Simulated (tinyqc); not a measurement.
What moves the results: band edges of strained Si(1-x)Ge(x) on relaxed Si(1-y)Ge(y). A value that a table varies takes the place of the one given here.

Values are linear in the Ge fraction but for ED(x) = linear - CD x (1 - x) and a(x) = linear - Ca x (1 - x). Energies are on the common scale of Ev.

Coherent growth on a (001) face: e_par = (a(y) - a(x))/a(x), e_perp = -2 (C12/C11) e_par; exx = eyy = e_par, ezz = e_perp, no shear.

A valley with unit axis u lies at Ev + gap + (av + a_valley) tr(e) + Xu (u.e.u - tr(e)/3); the Delta axes are x, y, z and the L axes [111], [1-1-1], [-11-1], [-1-11]. The second-order shift of the Delta valleys under shear is left out; it lowers the pair normal to the sheared plane by tens of meV at a shear of 1 %.

Valence edges: Ev plus the levels of the 6 x 6 matrix of X, Y, Z times spin with -Dso/3 + l exx + m (eyy + ezz) on the diagonal (cyclic), n exy off it, l = av + 2 b, m = av - b, n = sqrt(3) d. Spin-orbit term (Dso/3) L.sigma on X, Y, Z with (L_k)_ij = -i epsilon_kij: <X+|H|Y+> = -i Dso/3, <X+|H|Z-> = Dso/3, <Y+|H|Z-> = -i Dso/3, <Z+|H|X-> = -Dso/3, <Z+|H|Y-> = i Dso/3, <X-|H|Y-> = i Dso/3, and their conjugates; + and - are the spin along z.

Coherent growth: e_par = (a(y) - a(x))/a(x). (001): e_perp = -2 (C12/C11) e_par; exx = eyy = e_par, ezz = e_perp, no shear. (111): e_perp = -(2 C11 + 4 C12 - 4 C44)/(C11 + 2 C12 + 4 C44) e_par; exx = eyy = ezz = (2 e_par + e_perp)/3 and exy = eyz = ezx = (e_perp - e_par)/3. (110): e_perp = -(C11 + 3 C12 - 2 C44)/(C11 + C12 + 2 C44) e_par; exx = eyy = (e_par + e_perp)/2, ezz = e_par, exy = (e_perp - e_par)/2, eyz = ezx = 0.

Parameters, chosen for this exercise (end members near Si and Ge, in this order; the results hold for these values, not for the real material):

| symbol | value | unit | meaning |
|---|---|---|---|
| a | (5.428, 5.65) | angstrom | lattice constant |
| Dso | (0.044, 0.29) | eV | spin-orbit splitting |
| av | (2.47, 1.24) | eV | valence hydrostatic potential |
| b | (-2.07, -2.54) | eV | tetragonal shear potential |
| d | (-4.75, -5.29) | eV | trigonal shear potential |
| C11 | (164.9, 126.9) | GPa |  |
| C12 | (64.6, 48.7) | GPa |  |
| C44 | (79.2, 67.1) | GPa |  |
| Ev | (0, 0.71) | eV | top of the unstrained valence band |
| ED | (1.151, 0.943) | eV | gap to the Delta valleys |
| EL | (2.026, 0.748) | eV | gap to the L valleys |
| aD | (1.71, 1.4) | eV | hydrostatic potential of the Delta gap |
| aL | (-2.83, -2.87) | eV | hydrostatic potential of the L gap |
| XuD | (9.14, 9.33) | eV | uniaxial potential, Delta |
| XuL | (15.58, 14.61) | eV | uniaxial potential, L |
| CD | 0.2 | eV | bowing of the Delta gap |
| Ca | 0.028 | angstrom | bowing of the lattice constant |
| face | 001 |  | growth face |
| y | 0.25 |  | Ge fraction of the relaxed buffer |
| x | 0 |  | Ge fraction of the layer |

## Composition of the layer

The buffer is kept. dEc = Ec(buffer) - Ec(layer), dEv = Ev(layer) - Ev(buffer); buffer edges Ev(y) and Ev(y) + min(ED, EL). The digit behind Delta or L counts whole valleys.

Results:

| x | e_par (%) | lowest valleys | gap (eV) | next valleys above (meV) | valence splitting (meV) | dEc (eV) | dEv (eV) |
|---|---|---|---|---|---|---|---|
| 0.00 | 0.93 | Delta2 | 1.012 | 151 | 91 | 0.142 | -0.092 |
| 0.11 | 0.52 | Delta2 | 1.034 | 86 | 48 | 0.084 | -0.057 |
| 0.23 | 0.08 | Delta2 | 1.058 | 12 | 6 | 0.013 | -0.009 |
| 0.34 | -0.34 | Delta4 | 0.996 | 56 | 24 | -0.004 | 0.069 |
| 0.46 | -0.81 | Delta4 | 0.913 | 133 | 50 | -0.014 | 0.163 |
| 0.57 | -1.25 | Delta4 | 0.839 | 205 | 71 | -0.030 | 0.252 |
| 0.69 | -1.74 | Delta4 | 0.764 | 286 | 92 | -0.054 | 0.352 |
| 0.80 | -2.19 | Delta4 | 0.698 | 288 | 110 | -0.082 | 0.446 |

The gap is 1.012 eV in the first row and 0.698 eV in the last, with its largest listed value, 1.058 eV, at x = 0.23. The lowest valleys change: Delta2 to Delta4 between x = 0.23 and 0.34. Per 0.1 of x the valence offset moves by +67 meV on average; the conduction offset lies between -82 and +142 meV. Electrons and holes sit on opposite sides in every row (type II). Offsets below about 30 meV are within the spread of parameter sets, so those rows do not settle the type. Strains above 2 % can be kept only in layers of a few nanometres.

## Composition of the buffer

The layer is kept. dEc = Ec(buffer) - Ec(layer), dEv = Ev(layer) - Ev(buffer); buffer edges Ev(y) and Ev(y) + min(ED, EL). The digit behind Delta or L counts whole valleys.

Results:

| y | e_par (%) | lowest valleys | gap (eV) | next valleys above (meV) | valence splitting (meV) | dEc (eV) | dEv (eV) |
|---|---|---|---|---|---|---|---|
| 0.08 | 0.29 | Delta2 | 1.111 | 47 | 25 | 0.042 | -0.034 |
| 0.16 | 0.59 | Delta2 | 1.066 | 95 | 55 | 0.087 | -0.062 |
| 0.24 | 0.89 | Delta2 | 1.018 | 145 | 87 | 0.135 | -0.089 |
| 0.31 | 1.16 | Delta2 | 0.976 | 189 | 116 | 0.180 | -0.112 |
| 0.39 | 1.47 | Delta2 | 0.925 | 240 | 151 | 0.233 | -0.136 |
| 0.47 | 1.79 | Delta2 | 0.874 | 292 | 186 | 0.290 | -0.160 |
| 0.55 | 2.12 | Delta2 | 0.821 | 346 | 222 | 0.349 | -0.183 |

The gap is 1.111 eV in the first row and 0.821 eV in the last. The lowest valleys are Delta2 throughout. Per 0.1 of y the valence offset moves by -32 meV on average; the conduction offset lies between +42 and +349 meV. Electrons and holes sit on opposite sides in every row (type II). Strains above 2 % can be kept only in layers of a few nanometres.

## The same layer on three faces

dEc = Ec(buffer) - Ec(layer), dEv = Ev(layer) - Ev(buffer); buffer edges Ev(y) and Ev(y) + min(ED, EL). The digit behind Delta or L counts whole valleys.

Results:

| face | e_par (%) | lowest valleys | gap (eV) | next valleys above (meV) | valence splitting (meV) | dEc (eV) | dEv (eV) | Delta spread (meV) | L spread (meV) |
|---|---|---|---|---|---|---|---|---|---|
| (001) | 0.93 | Delta2 | 1.012 | 151 | 91 | 0.142 | -0.092 | 151 | 0 |
| (111) | 0.93 | Delta6 | 1.114 | 671 | 99 | 0.028 | -0.080 | 0 | 185 |
| (110) | 0.93 | Delta4 | 1.092 | 64 | 96 | 0.052 | -0.083 | 64 | 146 |

On (001) only the Delta valleys split (151 meV), on (111) only the L valleys (185 meV), on (110) both (64 and 146 meV). The lowest valleys are Delta2 on (001), Delta6 on (111) and Delta4 on (110); the smallest gap is 1.012 eV on (001) and the largest 1.114 eV on (111).

## What each parameter does

dEc = Ec(buffer) - Ec(layer), dEv = Ev(layer) - Ev(buffer); buffer edges Ev(y) and Ev(y) + min(ED, EL). Each row changes one parameter from the base and keeps the others.

Results:

| case | gap (eV) | valence splitting (meV) | dEc (eV) | dEv (eV) |
|---|---|---|---|---|
| base | 1.0124 | 91.4 | 0.1415 | -0.0924 |
| x = 0.03 | 1.0182 | 79.2 | 0.1265 | -0.0832 |
| y = 0.28 | 0.9941 | 103.9 | 0.1604 | -0.1021 |
| CD = 0.25 eV | 1.0124 | 91.4 | 0.1322 | -0.0924 |
| Ev = (0, 0.816) eV | 1.0124 | 91.4 | 0.1680 | -0.1189 |
| XuD = (10.511, 10.73) eV | 0.9973 | 91.4 | 0.1566 | -0.0924 |
| aL = (-3.254, -3.3) eV | 1.0124 | 91.4 | 0.1415 | -0.0924 |
| aD = (1.966, 1.61) eV | 1.0153 | 91.4 | 0.1386 | -0.0924 |
| b = (-2.38, -2.921) eV | 1.0026 | 106.4 | 0.1415 | -0.0826 |

The largest shifts from the base row, up to three for each result and ties (the steps differ in size, so this ranks the rows, not the parameters). gap (eV): y -0.0183, XuD -0.0151, b -0.0098; unchanged at the printed digits by CD, Ev and aL. valence splitting (meV): b +15.0, y +12.5, x -12.3; unchanged at the printed digits by CD, Ev, XuD, aL and aD. dEc (eV): Ev +0.0265, y +0.0189, XuD +0.0151; unchanged at the printed digits by aL and b. dEv (eV): Ev -0.0265, b +0.0098, y -0.0096; unchanged at the printed digits by CD, XuD, aL and aD. The lowest valleys of the layer are Delta2, so among the conduction-band potentials only those of that family reach the gap and dEc; the buffer is unstrained. A shift large enough to swap the lowest family would change that.

tinyqc: `OMP_NUM_THREADS=1 python tinyqc.py 1080646 1080647 out.jsonl`; about 0.02 s, one thread, shared Intel(R) Xeon(R) Processor @ 2.30GHz.
